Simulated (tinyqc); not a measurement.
Thin (001) film in sp3s* tight binding with raised dangling bonds: sweeps and comparisons. A value that a table varies takes the place of the one given here.

Planes alternate anion (a), cation (c) along [001], a/4 apart, starting with an anion; zero in-plane momentum; levels counted from the bulk Ev, the lower root of [[Epa, Vxx], [Vxx, Epc]]; no spin-orbit coupling. Block of s, pz, s*: from an anion to the cation above, Vss/2 (s,s), Vsapc/2 (s,z), -Vscpa/2 (z,s), Vxx/2 (z,z), Vxapc/2 (s*,z), -Vpaxc/2 (z,s*); to the cation below the same with the s-z and s*-z signs reversed. Block of u = (px + py)/sqrt2 and v = (px - py)/sqrt2: to the cation above (Vxx + Vxy)/2 for u and (Vxx - Vxy)/2 for v, to the cation below the reverse. Each surface atom has two dangling sp3 hybrids; raising both by dl adds (dl/2) [[1, t], [t, 1]] to its s, pz levels (t = -1 at the bottom face, +1 at the top) and dl to the one of u, v in whose plane the missing bonds lie (v for a bottom anion or a top cation, u for a top anion).

Inputs chosen for the exercise (near a published set for GaP, fitted to gaps, whose masses and valley positions are rough; shifted at random, so the results belong to these values and not to a real crystal): p = (-8.199, 1.115, -2.202, 4.082, 8.456, 7.196, -7.478, 2.173, 5.093, 4.227, 6.295, 4.643, 5.037) eV (order Esa, Epa, Esc, Epc, Exa, Exc, Vss, Vxx, Vxy, Vsapc, Vscpa, Vxapc, Vpaxc); Nw = 26 (planes in the thicker film); a = 5.454 angstrom (lattice constant); dp = 30 eV (value of dl for the passivated films); Ns = (7, 10, 18, 20, 25, 33, 48, 69) (numbers of planes).

## States in the gap of a film

edges (eV): Gamma 2.88887, Delta 2.32218

Levels between 0 and the lower bulk edge, the largest weight on the two outer planes of both faces among them, and the nearest levels outside, for several shifts dl.

Film of Nw planes:

| dl (eV) | levels in the gap | at (eV) | surface weight | next above (eV) | next below (eV) |
|---|---|---|---|---|---|
| 0 | 3 | 0.056, 1.148, 1.405 | 0.84 | 2.3419 | -0.0458 |
| 1 | 3 | 0.289, 1.921, 2.008 | 0.88 | 2.3420 | -0.0458 |
| 2 | 1 | 0.638 | 0.62 | 2.3331 | -0.0458 |
| 3 | 1 | 1.067 | 0.69 | 2.3416 | -0.0458 |
| 5 | 1 | 1.962 | 0.70 | 2.3421 | -0.0458 |
| 10 | 0 | - | - | 2.3415 | -0.0458 |
| 30 | 0 | - | - | 2.3417 | -0.0458 |
| 100 | 0 | - | - | 2.3417 | -0.0458 |

Can the levels of the bare film be read as confined subbands?

No: with bare surfaces (dl = 0) 3 levels lie in the bulk gap, with up to 84 % of the weight on the four outer planes, two a face, where an even spread gives 15 %; these are dangling-bond states, not subbands. The reruns show the bulk gap clear from dl = 10 eV on, and at dl = 30 eV the next level above lies 0.0 meV from its value at 100 eV.

## Gap against thickness

Passivated films (finite dp, so levels can still be some meV from their limit), thickness N a/4. Highest level below mid-gap (either block) and the two lowest above it. The exponents are -d ln(shift)/d ln N between the sixth and the last film, for the valence level and for the lowest conduction level.

Levels (eV):

| N | thickness (angstrom) | Ev1 | Ec1 | Ec2 | gap |
|---|---|---|---|---|---|
| 7 | 9.54 | -0.4396 | 2.5832 | 3.0619 | 3.0228 |
| 10 | 13.63 | -0.2162 | 2.4645 | 2.8130 | 2.6806 |
| 18 | 24.54 | -0.0859 | 2.3642 | 2.4910 | 2.4501 |
| 20 | 27.27 | -0.0720 | 2.3559 | 2.4583 | 2.4279 |
| 25 | 34.09 | -0.0529 | 2.3425 | 2.4048 | 2.3954 |
| 33 | 45.00 | -0.0318 | 2.3337 | 2.3689 | 2.3655 |
| 48 | 65.45 | -0.0150 | 2.3277 | 2.3443 | 2.3427 |
| 69 | 94.08 | -0.0078 | 2.3248 | 2.3326 | 2.3326 |

exponents: valence 1.90, conduction 2.03

The gap is 3.023 eV at 9.5 angstrom and 2.333 eV at 94.1, against 2.322 eV in the bulk along this line. At 20 planes the conduction side gives 34 meV of the widening and the valence side 72 meV. A hard-walled parabolic band has exponent 2; departures come from the offset between N a/4 and the effective width, from non-parabolicity and from the termination (odd and even N end differently: in the direction of the bond rows at the two faces and, in a compound, in the kind of atom), which also makes single steps in N uneven. Ec1 and Ec2 come from the neighbourhood of X.

## What each change does

A film of Nw planes with shift dp: highest level below mid-gap (half the lower bulk edge) and the two lowest above. Each row changes one parameter from the base and keeps the others.

Results:

| case | Ev1 (eV) | Ec1 (eV) | Ec2 (eV) |
|---|---|---|---|
| base | -0.0458 | 2.3417 | 2.4012 |
| Nw = 28 | -0.0402 | 2.3389 | 2.3899 |
| dp = 60 eV | -0.0458 | 2.3417 | 2.4013 |

The largest shifts from the base row, up to three for each result and ties (the steps differ in size, so this ranks the rows, not the parameters). Ev1 (eV): Nw +0.0056; unchanged at the printed digits by dp. Ec1 (eV): Nw -0.0028; unchanged at the printed digits by dp. Ec2 (eV): Nw -0.0113, dp +0.0001. An odd change of Nw also changes which atoms end the film, so levels need not move as thickness alone would move them; the row for dp shows how far the passivation is from converged.

Program tinyqc; command `OMP_NUM_THREADS=1 python tinyqc.py 1482766 1482767 out.jsonl`; about 0.4 s on one thread of a shared Intel(R) Xeon(R) Processor @ 2.30GHz.
